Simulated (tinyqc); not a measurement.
Shallow acceptor in the spherical four-band model: one step. Units and couplings. Three cases, with inputs chosen for the exercise.

Task: Give Ry*, a*, mu, delta and the spherical masses 1/(g1 (1 -/+ mu)).

Units Ry* = Ry/(g1 eps^2) and a* = a0 eps g1; mu = (6 g3 + 4 g2)/(5 g1) is the spherical heavy-light coupling and delta = (g3 - g2)/g1 the cubic term, which is left out.

Constants: Ry = 13.60569312 eV; a0 (Bohr radius) = 0.5291772105 angstrom.

Give: Ry*; a*; mu; delta; heavy and light mass.

Case 1.

Values chosen (near those of a shallow acceptor in GaAs; shifted at random, so the results belong to these values and not to a real crystal): g1 = 6.96 (Luttinger gamma1); g2 = 2.06 (gamma2); g3 = 2.93 (gamma3); eps = 12.9 (dielectric constant).

Result:

Ry* = 11.747 meV
a* = 47.51 angstrom
mu = 0.7420
delta = 0.1250

heavy and light mass (m0): 0.5568  0.0825

A hydrogen model with the heavy mass would bind by Ry*/(1 - mu) = 45.5 meV and with the light mass by 6.7 meV. delta/mu = 0.17: the cubic term is a modest correction.

Case 2.

Values chosen (near those of a shallow acceptor in Si, where the small spin-orbit splitting and strong warping make this model rough; shifted at random, so the results belong to these values and not to a real crystal): g1 = 4.31 (Luttinger gamma1); g2 = 0.34 (gamma2); g3 = 1.45 (gamma3); eps = 11.8 (dielectric constant).

Result:

Ry* = 22.671 meV
a* = 26.91 angstrom
mu = 0.4668
delta = 0.2575

heavy and light mass (m0): 0.4352  0.1582

A hydrogen model with the heavy mass would bind by Ry*/(1 - mu) = 42.5 meV and with the light mass by 15.5 meV. delta/mu = 0.55: the cubic term is not small, so the spherical result is a first estimate.

Case 3.

Values chosen (near those of a shallow acceptor in Si, where the small spin-orbit splitting and strong warping make this model rough; shifted at random, so the results belong to these values and not to a real crystal): g1 = 4.28 (Luttinger gamma1); g2 = 0.34 (gamma2); g3 = 1.44 (gamma3); eps = 11.5 (dielectric constant).

Result:

Ry* = 24.037 meV
a* = 26.05 angstrom
mu = 0.4673
delta = 0.2570

heavy and light mass (m0): 0.4386  0.1592

A hydrogen model with the heavy mass would bind by Ry*/(1 - mu) = 45.1 meV and with the light mass by 16.4 meV. delta/mu = 0.55: the cubic term is not small, so the spherical result is a first estimate.

Computed by tinyqc, one run a case: `OMP_NUM_THREADS=1 python tinyqc.py N N+1 out.jsonl` with N = 1252357, 1252415, 1252494; one thread of a shared Intel(R) Xeon(R) Processor @ 2.30GHz, about 0.06 s a run at most.
